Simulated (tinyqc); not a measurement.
Speciation in dilute and buffered hydrofluoric acid, oxide etch rate and bath loading: one step, computed by the program tinyqc.

Concentrations stand for activities, NH4+ and Cl- are spectators, and water ionisation is neglected. H, F and HF2 denote the ions H+, F- and HF2-. The base temperature is 298 K.

Task: Etch rate. Rate = k_a ([HF] + 2 [H2F2]) + k_b [HF2], an empirical two-term form. Time = oxide/rate; a temperature error changes the rate by exp((E_a/k_B)(1/298 - 1/(298 + error))) - 1.

Inputs (values chosen for the exercise, of the order of those for thermal oxide at room temperature):
```
quantity                         value            unit
rate constant of neutral HF k_a     13  nm L/(min mol)
rate constant of HF2 k_b            47  nm L/(min mol)
activation energy                 0.33              eV
temperature error                 0.32               K
oxide removed per wafer              2              nm
```

[HF] = 0.1551812 mol/L

[H2F2] = 0.06670494 mol/L

[HF2] = 0.1107182 mol/L

Constants: k_B = 8.617333262e-05 eV/K.

Give: etch rate; share of HF2 in the rate; etch time; rate change from the temperature error.

Result:

etch rate = 8.955 nm/min

share of HF2 in the rate = 58.11 %

etch time = 13.40 s

rate change from the temperature error = 1.388 %
